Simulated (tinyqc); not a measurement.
Gate length: charge control and current of a heterostructure field-effect transistor. Computed by tinyqc, a small Python program. Command: `OMP_NUM_THREADS=1 python tinyqc.py 3006935 3006936 out.jsonl hemt walk`. One thread of a shared host (Intel(R) Xeon(R) Processor @ 2.30GHz), about 0.01 s of CPU time with the checks.

Two subbands in a triangular well; E_F is counted from the conduction band edge of the channel at the interface.

Inputs (values chosen for the exercise, modelled on AlGaAs/GaAs):
```
quantity                                  value        unit
channel mass m                            0.065         m_0
permittivity eps (barrier and channel)     12.8           -
barrier thickness d                          29          nm
Schottky barrier phi_B                     0.84          eV
conduction band offset dE_c                0.19          eV
delta-doping density N_d                5.4e+12      1/cm^2
gate voltage V_G                           0.17           V
mobility mu                                6000  cm^2/(V s)
saturation velocity v_s                     1.5    1e7 cm/s
gate length L                               170          nm
source resistance R_S                      0.32      ohm mm
temperature T                               400           K
mixing                                      0.3           -
iteration cap                               200           -
spacer between delta layer and channel      4.7          nm
```

Charge source: delta doping. Velocity law: two-piece.

Constants: e = 1.602176634e-19 C; eps_0 = 8.8541878128e-12 F/m; k_B = 8.617333262e-05 eV/K; hbar = 1.054571817e-34 J s; m_0 = 9.1093837015e-31 kg; k_B = 1.380649e-23 J/K.

Method:
- Threshold V_T = phi_B - dE_c - e N_d (d - spacer)/(eps eps_0) (in volts); C_b = eps eps_0/d.
- Charge control: n_s = C_b (V_G - V_T - E_F/e)/e. Well: mean field F = e n_s/(2 eps eps_0), E_i = (hbar^2/2m)^(1/3) [(3 pi e F/2)(i + 3/4)]^(2/3), i = 0, 1; n_s = D k_B T sum_i ln(1 + exp((E_F - E_i)/k_B T)), D = m/(pi hbar^2), which is solved in closed form for E_F.
- Iteration from n_s = C_b (V_G - V_T)/(2e): E_F from n_s, n_out from the charge control, n_new = n_s + mixing (n_out - n_s), kept above n_s/10; stop when |n_out/n_s - 1| < 1e-9.
- C_g = e dn_s/dV_G = 1/(1/C_b + 1/C_q), 1/C_q = d(E_F/e)/d(e n_s) by a central difference of +/- 0.1 % in n_s; added distance dd = eps eps_0/C_q.
- With V = e n_s/C_g and V_c = v_s L/mu: for v = mu F up to v_s, I/W = C_g v_s V_c (sqrt(1 + (V/V_c)^2) - 1) and V_Dsat = V + V_c - sqrt(V^2 + V_c^2); g_m = dI/dV; extrinsic g_m/(1 + g_m R_S); f_T = g_m/(2 pi C_g L).

sheet density n_s = 2.79847e+12 1/cm^2

gate capacitance C_g = 0.333905 microfarad/cm^2

V = 1.34279 V

Scaling; the last columns are v_s/(2 pi L) and mu V/(2 pi L^2):
```
L (nm)  I/W (mA/mm)  g_m (mS/mm)  extrinsic g_m (mS/mm)  f_T (GHz)  velocity limit (GHz)  mobility limit (GHz)
30           668.80       500.85                 431.67     795.76                795.77            1.4247e+05
60           665.07       500.83                 431.65     397.86                397.89            3.5619e+04
120          657.69       500.73                 431.58     198.89                198.94            8.9046e+03
250          641.97       500.32                 431.27      95.39                 95.49            2.0516e+03
500          612.85       498.70                 430.07      47.54                 47.75            5.1291e+02
1000         558.89       492.40                 425.37      23.47                 23.87            1.2823e+02
2000         467.23       469.37                 408.08      11.19                 11.94            3.2057e+01
5000         292.78       366.60                 328.11       3.49                  4.77            5.1291e+00
```

f_T scales as L^-1.00 at the short end and L^-1.27 at the long end; the two limits cross at L = mu V/v_s = 5370 nm. g_m tends to C_g v_s = 501 mS/mm, and R_S cuts it by 14 % at the shortest gate. Fringe capacitances and short-channel effects, left out, lower f_T once L is below about ten barrier thicknesses. Caution: E_F lies above the conduction band minimum of the barrier, so electrons would spill into the barrier.

Extremes, crossings and ranges named in words are read from the listed rows.
